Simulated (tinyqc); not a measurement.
Random telegraph noise from one oxide trap in a small MOSFET: two steps of the calculation.

An acceptor-like trap exchanges electrons with the channel. Inversion charge Q = Cox u, u = n Vt W0(exp((Vg - VT)/(n Vt))), W0 the Lambert function, n = nf, Cox = eps0 eox/tox; linear regime Id = (W/L) mu Q Vd. Relative to threshold the surface potential rises by Vt ln(u/u0) and the oxide voltage by the rest of Vg - VT, with u0 = n Vt W0(1).

Parameters, values chosen for the exercise; values of the order met in silicon transistors: temperature T = 300 K; relative permittivity of the gate insulator (close to silicon dioxide) eox = 3.9; insulator thickness tox = 2.8 nm; depth of the trap from the channel interface xt = 0.67 nm; trap level above the channel Fermi level at threshold E0 = 0.33 eV; capture prefactor s0 = 3e-15 cm^2; capture barrier (lattice relaxation) EB = 0.28 eV; tunnelling decay length lt = 0.16 nm; thermal velocity vth = 1.8e7 cm/s; thickness of the inversion layer zi = 2.2 nm; threshold voltage VT = 0.37 V; body factor nf = 1.13; gate width W = 64 nm; gate length L = 84 nm; mobility mu = 230 cm^2/(V s); scattering coefficient of the charged trap asc = 0 V s; drain voltage Vd = 0.02 V; gate voltage Vg = 1.38 V.

Constants: q = 1.602176634e-19 C, kB = 1.380649e-23 J/K, Vt = kB T/q, eps0 = 8.8541878128e-14 F/cm where lengths are in cm. Results are converted to the units shown.

Question 1. Trap level, time constants and occupancy. N = Cox u/q; dpsi = Vt ln(u/u0); E = E0 - dpsi - (xt/tox)(Vg - VT - dpsi); capture time tc = 1/[(N/zi) vth s0 exp(-xt/lt - EB/Vt)]; emission time te = tc exp(-E/Vt); occupancy te/(tc + te).

Wanted: u; N; dpsi; E; tc; te; occupancy.

Answer 1.

u = 0.9096 V
N = 7.001e12 cm^-2
dpsi = 0.1036 V
E = 0.009549 eV
tc = 1.938e-6 s
te = 1.339e-6 s
occupancy = 0.4087

The trap lies 0.37 Vt above the Fermi level, so it is filled 40.9 % of the time.

Question 2. Step height. A = W L; threshold step dV = q (1 - xt/tox)/(Cox A); gm/Id = 1/(u + n Vt); relative step dI/I = (gm/Id) dV + asc mu/A. Id as defined.

u = 0.90955627 V
N = 7.0012322e12 cm^-2

Give: electrons in the channel N A; dV; gm/Id; number part of dI/I; dI/I; Id; dI.

Answer 2.

electrons in the channel N A = 376.4
dV = 1.838 mV
gm/Id = 1.065 1/V
number part of dI/I = 0.1958 %
dI/I = 0.1958 %
Id = 3.931 uA
dI = 7.698 nA

Range of the model: VT is taken as given; short-channel effects and the uneven flow of current among few electrons are left out.

Computed by the program tinyqc: `OMP_NUM_THREADS=1 python tinyqc.py 2710168 2710169 out.jsonl`, one thread of a shared Intel Xeon 2.30GHz, about 0.01 s for the whole run.
